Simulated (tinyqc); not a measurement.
## Line constants from open and short measurements

Question. A uniform line of length len, under a quarter wavelength, has Z_open = Zc coth(gamma len) and Z_short = Zc tanh(gamma len); gamma Zc = r + i w l and gamma/Zc = g + i w c, w = 2 pi f. Find r, l and c.

Parameters, values chosen for the exercise: length len = 0.5 mm; frequency f = 13 GHz.

Zin with the far end open = 3.28786-187.16107i ohm
Zin with the far end shorted = 7.216968+10.727920i ohm

Solution. The product of the two impedances is Zc^2 and their ratio tanh^2(gamma len); the principal branch holds below a quarter wavelength.

r = 13.90 ohm/mm
l = 0.2600 nH/mm
c = 128.4 pF/m

Numbers from tinyqc (`OMP_NUM_THREADS=1 python tinyqc.py 2810217 2810218 out.jsonl`; about 0.01 s on one thread of a shared Intel Xeon 2.30GHz).
